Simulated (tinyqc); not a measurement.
Inside a calculation. Method: RHF in the sto-3g basis, for H3+, spin multiplicity 1. One step of it, computed by the program tinyqc.

Task: Iteration 3: DIIS coefficients. Solve [B -1; -1 0][c; lambda] = [0; -1] for the coefficients, which sum to one.

B (overlaps of the stored error matrices):
```
                1               2
1   1.4810420e-12  -1.3649408e-12
2  -1.3649408e-12   1.2579410e-12
```

Give: DIIS coefficients.

Result:

DIIS coefficients: 0.480  0.520
